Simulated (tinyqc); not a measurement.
When the Fermi surface touches the face: free and nearly free electrons in a metal.

The cubic cell holds 2 atoms: n = 2 z/a^3, kF = (3 pi^2 n)^(1/3), EF = c kF^2/m, vF = 2 c kF/(m hbar), c = hbar^2/2m0; rs = (3/(4 pi n))^(1/3)/a0; D(EF) = 3 n/(2 EF).

Two plane waves k and k - G, G = (110) (2 pi/a): H = [[c k^2/m, V], [V, c (k - G)^2/m]] with c = hbar^2/2m0.

Constants: hbar^2/2m0 = 3.80998211 eV angstrom^2; hbar = 6.58211957e-16 eV s; a0 (Bohr radius) = 0.5291772105 angstrom.

Parameters, chosen for this exercise (out of a larger set: near those of Li; not measured data): a = 3.483 angstrom (bcc lattice constant); z = 1 (free electrons an atom); m = 1.56 m0 (mass).

On the face the lower band is E = c (G^2/4 + q^2)/m - V, q along the face. EF is held at its free value. A neck opens where EF > c G^2/(4m) - V, with radius q; the second band fills where EF > c G^2/(4m) + V.

Necks:

| V (eV) | lower band at the face centre (eV) | neck radius (1/angstrom) | radius/kF |
|---|---|---|---|
| 0.2 | 3.774 | - | - |
| 0.5 | 3.474 | - | - |
| 0.8 | 3.174 | - | - |
| 1.1 | 2.874 | 0.2750 | 0.246 |
| 1.4 | 2.574 | 0.4455 | 0.398 |
| 1.8 | 2.174 | 0.6019 | 0.538 |
| 2.2 | 1.774 | 0.7253 | 0.648 |
| 2.6 | 1.374 | 0.8305 | 0.742 |

EF = 3.059 eV
c G^2/(4m) = 3.974 eV

Contact needs V > 0.915 eV. It is first met at V = 1.1 eV of those listed, and the radius then grows as the square root of the excess, to 0.742 kF at 2.6 eV. EF is held at its free value here; a count of states lowers it as V grows, strongly for V of an eV or more, so the threshold is a lower bound, the radii are upper bounds, and some necks may vanish.

Program tinyqc; command `OMP_NUM_THREADS=1 python tinyqc.py 1680958 1680959 out.jsonl`; about 0.01 s on one thread of a shared Intel(R) Xeon(R) Processor @ 2.30GHz.
